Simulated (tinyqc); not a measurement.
Nudged elastic band on a two-dimensional model surface: one step, computed by the program tinyqc.

V(x, y) = h u^2 + t x + (kappa/2)(y + c u)^2 with u = x^2/w^2 - 1; the path runs from the minimum near (-w, 0) to that near (w, 0).

Question. Iteration 2. Tangent at image i: towards the higher neighbour if the energies rise or fall through i; at a maximum or minimum, tau = t+ dmax + t- dmin if V(i+1) > V(i-1), else t+ dmin + t- dmax, with t+ = R(i+1) - R(i), t- = R(i) - R(i-1) and dmax, dmin the larger and smaller of |V(i+1) - V(i)| and |V(i-1) - V(i)|; then normalise. Force F = -grad V + (grad V.tau) tau + k_s (|t+| - |t-|) tau. Update R(new) = R + eta F; the end points stay fixed.

Inputs (values chosen for the exercise, for a model surface):
```
quantity                    value           unit
height h                     0.47             eV
half width w                  1.3       angstrom
transverse stiffness kappa    4.1  eV/angstrom^2
curvature c                  0.79       angstrom
tilt t                      0.052    eV/angstrom
spring constant k_s           1.5  eV/angstrom^2
step factor eta             0.029  angstrom^2/eV
```

Surface: curved double well. Climbing image: off.

images after iteration 1 (angstrom):
```
                  x          y
image 1  -0.8043668  0.0448524
image 2  -0.2852626  0.0856142
image 3   0.2345132  0.0956770
image 4   0.7549320  0.0763498
```

positions (angstrom):
```
                x          y
start   -1.322771  -0.027917
end      1.275965   0.028941
saddle   0.046805   0.788976
```

Give: unit tangents; forces; images after iteration 2.

Answer.

unit tangents:
```
              x        y
image 1  0.9969   0.0783
image 2  0.9998   0.0194
image 3  0.9999   0.0158
image 4  0.9993  -0.0371
```

forces (eV/angstrom):
```
              x      y
image 1  -0.158  1.957
image 2  -0.055  2.752
image 3  -0.042  2.728
image 4   0.074  1.898
```

images after iteration 2 (angstrom):
```
               x       y
image 1  -0.8089  0.1016
image 2  -0.2868  0.1654
image 3   0.2333  0.1748
image 4   0.7571  0.1314
```
